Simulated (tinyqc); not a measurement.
# Inductance and parasitic capacitance from two readings

Inverse problem. A loss-free coil L in parallel with C shows the apparent inductance L/(1 - w^2 L C), w = 2 pi f. Find L, C and the self-resonance 1/(2 pi sqrt(L C)).

apparent inductance at 3.7 and 8.1 GHz (nH): 1.3586022  2.7240451

Answer. The inverse of the reading is 1/L - w^2 C, a straight line in w^2.

L = 1.200 nH
C = 180.0 fF
self-resonance = 10.83 GHz

Program tinyqc, `OMP_NUM_THREADS=1 python tinyqc.py 2302063 2302064 out.jsonl`; Intel Xeon 2.30GHz, shared host, one thread, about 0.01 s.
